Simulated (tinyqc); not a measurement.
Comparisons within one model: cyclotron resonance of ellipsoidal valleys, Ge type. A value that a table varies takes the place of the one given here.

Valleys along [111], [-111], [1-11], [11-1], mass ml along the axis and mt across it. B lies in the (1-10) plane, b = (sin(theta)/sqrt2, sin(theta)/sqrt2, cos(theta)). For the angle phi between B and the axis, 1/mc^2 = cos^2(phi)/mt^2 + sin^2(phi)/(mt ml). Resonance: h nu = 2 muB B/mc, h = 2 pi hbar.

Constants: hbar = 6.58211957e-16 eV s; muB = 5.788381798e-05 eV/T.

Values chosen for the exercise (near those of Ge; not measured data): ml = 1.593 m0 (longitudinal mass); mt = 0.079 m0 (transverse mass); ths = (0, 15, 30, 45, 60, 75, 90) degrees (angles); g1 = 13.22 (Luttinger gamma1); g2 = 4.23 (gamma2); g3 = 5.75 (gamma3); theta = 68 degrees (angle of B from [001] towards [110]); nu = 24 GHz (microwave frequency).

## Rotating the field

mc against theta; [-111] and [1-11] stay equal in this plane.

Cyclotron masses (m0):

| theta (degrees) | [111] | [-111] | [11-1] |
|---|---|---|---|
| 0 | 0.1305 | 0.1305 | 0.1305 |
| 15 | 0.1010 | 0.1345 | 0.1953 |
| 30 | 0.0865 | 0.1474 | 0.3292 |
| 45 | 0.0801 | 0.1732 | 0.2851 |
| 60 | 0.0793 | 0.2201 | 0.1700 |
| 75 | 0.0839 | 0.2969 | 0.1194 |
| 90 | 0.0956 | 0.3547 | 0.0956 |

All valleys give one line at theta = 0, B along [001], with mc = 0.1305. The [111] valley reaches mt at 54.7 degrees, and [11-1] reaches its largest value sqrt(ml mt) = 0.3547 at 35.3 degrees, where B is perpendicular to it; the listed maximum of that branch is 0.3292. The pair [-111], [1-11] reaches the same value at 90 degrees.

## Heavy and light holes (cyclotron masses of warped hole bands)

E = c k^2 f(n) with f = g1 -/+ 2 sqrt(g2^2 + 3 (g3^2 - g2^2)(nx^2 ny^2 + ny^2 nz^2 + nz^2 nx^2)). For the orbit through k = 0 perpendicular to b = (sin(theta)/sqrt2, sin(theta)/sqrt2, cos(theta)), mc is the mean of 1/f over the directions n in that plane (180 evenly spaced angles). Quantum effects of the lowest levels are left out.

Cyclotron masses (m0):

| theta (degrees) | heavy | light |
|---|---|---|
| 0 | 0.2989 | 0.0437 |
| 15 | 0.3188 | 0.0433 |
| 30 | 0.3704 | 0.0424 |
| 45 | 0.4114 | 0.0417 |
| 60 | 0.4161 | 0.0416 |
| 75 | 0.4133 | 0.0420 |
| 90 | 0.4129 | 0.0422 |

The heavy mass varies by 39 % over the table, with its largest listed value at 60 degrees ([111] lies at 54.7) and its smallest at 0; the light mass varies by 5.1 %. The warping term enters both with the same size, but it is set against a small inverse mass in one and a large one in the other (along [111], g1 - 2 g3 = 1.72 and g1 + 2 g3 = 24.72).

## What each parameter does

Resonance fields B = h nu mc/(2 muB) of the valleys [111], [-111] and [11-1]. Each row changes one parameter from the base and keeps the others.

Results:

| case | [111] (T) | [-111] (T) | [11-1] (T) |
|---|---|---|---|
| base | 0.0695 | 0.2209 | 0.1184 |
| ml = 1.832 m0 | 0.0695 | 0.2285 | 0.1192 |
| mt = 0.087 m0 | 0.0765 | 0.2373 | 0.1296 |
| theta = 64 degrees | 0.0686 | 0.2038 | 0.1305 |
| nu = 26.4 GHz | 0.0764 | 0.2429 | 0.1302 |

The largest shifts from the base row, up to three for each result and ties (the steps differ in size, so this ranks the rows, not the parameters). [111] (T): mt +0.0070, nu +0.0069, theta -0.0009; unchanged at the printed digits by ml. [-111] (T): nu +0.0221, theta -0.0171, mt +0.0164. [11-1] (T): theta +0.0122, nu +0.0118, mt +0.0113.

(tinyqc, `OMP_NUM_THREADS=1 python tinyqc.py 1282471 1282472 out.jsonl`, Intel(R) Xeon(R) Processor @ 2.30GHz, 1 thread, shared host, about 0.01 s.)
